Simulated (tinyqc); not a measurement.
Rigid-ion and shell models of the dielectric response of an ionic crystal: one step, computed by the program tinyqc.

Charges +Z and -Z; 8 nearest neighbours, Madelung constant M = 1.762675, volume per ion pair Omega = 1.539601 d^3. Energy per pair U = -M Z^2 e2/d + 8 A exp(-d/rho), e2 = e^2/(4 pi eps_0). In the shell model the anion is a core of charge Y - Z and a massless shell of charge -Y, joined by the spring k; the repulsion acts on the shell. Each ion feels the Lorentz field E + (4 pi/3) P (Gaussian units).

Problem. As a gate dielectric. Capacitance per area eps_0 eps_s/t; equivalent oxide thickness EOT = t x 3.9/eps_s; the surface optical mode against silicon (eps = 11.7) lies at omega_TO sqrt[(eps_s + 11.7)/(eps_inf + 11.7)], and its squared coupling to channel electrons scales as g = hbar omega_SO [1/(11.7 + eps_inf) - 1/(11.7 + eps_s)], with hbar omega = h c x wavenumber.

Inputs (values chosen for the exercise, for a model crystal): film thickness t = 3.7 nm.

Structure: caesium chloride.

omega_TO = 303.0518 1/cm

eps_s = 11.34987

eps_inf = 2.917638

Constants: eps_0 = 8.8541878128e-12 F/m; 1 THz = 33.35640952 1/cm; h x 1 THz = 4.135667696 meV.

Give: capacitance per area; equivalent oxide thickness; surface optical mode; remote-phonon coupling g.

Solution.

capacitance per area = 27.16 fF/micrometre^2

equivalent oxide thickness = 1.271 nm

surface optical mode = 380.6 1/cm

remote-phonon coupling g = 1.181 meV
